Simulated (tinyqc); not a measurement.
## Field emission through a triangular barrier, exact transmission by Airy functions: effect of the barrier mass

The left lead has its band edge at 0; for x > 0 the edge falls without end, U(x) = U0 - F x, with mass m1. No transverse momentum; C = hbar^2/(2 m0); psi and psi'/m are continuous at x = 0. The outgoing solution is Bi(z) + i Ai(z).

Energy scale e = (C F^2/m1)^(1/3), z(x) = (U(x) - E)/e, s = (dz/dx)/m1 = -F/(e m1); v = k/m in a lead. With the Airy functions at z = z(0): g = s (Bi' + i Ai')/(Bi + i Ai), r = (i vL - g)/(i vL + g), T(E) = 1 - |r|^2 = 4 vL Im(g)/|i vL + g|^2, vL = sqrt(mL E/C)/mL. WKB: exp(-S), S = (4/(3 F)) sqrt(m1/C) [max(U0 - E, 0)^1.5]. For large z the ratio tends to c = 4 g0/(1 + g0^2), g0 = K/(m1 vL), K = sqrt(m1 (U0 - E)/C).

Inputs (values chosen for the exercise); masses and offsets close to those of InGaAs wells and InP barriers: mass in the left lead mL = 0.042 m0; barrier edge at x = 0 U0 = 0.24 eV; electron energy E = 0.157 eV; field in the barrier F = 0.0026 V/nm.

Constants: q = 1.602176634e-19 C, hbar = 1.054571817e-34 J s, m0 = 9.1093837015e-31 kg, hbar^2/(2 m0) = 0.0380998212 eV nm^2. Results are converted to the units shown.

Results:

| m1 (m0) | z(0) | T(E), exact | exp(-S) | ratio | c |
|---|---|---|---|---|---|
| 0.03 | 4.053 | 3.719e-5 | 1.881e-5 | 1.978 | 1.978 |
| 0.039 | 4.424 | 7.840e-6 | 4.091e-6 | 1.916 | 1.923 |
| 0.052 | 4.869 | 1.093e-6 | 6.002e-7 | 1.820 | 1.832 |
| 0.069 | 5.351 | 1.160e-7 | 6.810e-8 | 1.704 | 1.717 |
| 0.12 | 6.435 | 5.092e-10 | 3.537e-10 | 1.440 | 1.452 |
| 0.16 | 7.082 | 1.584e-11 | 1.220e-11 | 1.298 | 1.309 |
| 0.22 | 7.875 | 1.827e-13 | 1.595e-13 | 1.145 | 1.154 |

Estimate the missing row, m1 = 0.092 m0.

Computed row:

| m1 (m0) | z(0) | T(E), exact | exp(-S) | ratio | c |
|---|---|---|---|---|---|
| 0.092 | 5.889 | 8.323e-9 | 5.302e-9 | 1.570 | 1.583 |

With this row back in the table: The exact T(E) falls from 3.72e-5 to 1.83e-13, while S grows with the square root of m1; the ratio to WKB falls from 1.98 to 1.15. At the largest z (7.88) the ratio is 0.76 % below c, at the smallest (4.05) within 0.01 % of it.

tinyqc, about 0.01 s, one thread, Intel Xeon 2.30GHz (shared host): `OMP_NUM_THREADS=1 python tinyqc.py 2580109 2580110 out.jsonl`
